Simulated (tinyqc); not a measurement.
Five-frequency model of solute diffusion by vacancies in an fcc metal: one step, computed by the program tinyqc. Command: `OMP_NUM_THREADS=1 python tinyqc.py 3018965 3018966 out.jsonl fivefreq walk`. One thread of a shared host (Intel(R) Xeon(R) Processor @ 2.30GHz), about 0.05 s of CPU time with the checks.

A vacancy next to the solute exchanges with it (w2), jumps to one of 4 sites that also neighbour the solute (w1) or to one of 7 that do not (w3); w4 is the reverse of w3 and w0 the host jump.

Task: Correlation factor. Manning: with y = w4/w0, 7F = 7 - (10 y^4 + 180.5 y^3 + 927 y^2 + 1341 y)/(2 y^4 + 40.2 y^3 + 254 y^2 + 597 y + 436); f2 = (2 w1 + 7F w3)/(2 w2 + 2 w1 + 7F w3). The mean cosine between successive solute jumps follows from f2 = (1 + c)/(1 - c).

Inputs (values chosen for the exercise, for a model solute in a host close to nickel): temperature T = 871 K.

rates (1/s): w0 1.088313e+07, w1 989095.8, w2 8337387, w3 1.276992e+07, w4 8793763

Give: y = w4/w0; 7F; correlation factor f2; mean cosine c.

Result:

y = w4/w0 = 0.8080

7F = 5.384

correlation factor f2 = 0.8092

mean cosine c = -0.1055

For a tracer of the host all rates are equal and f = 0.7815; here f2 is above that.
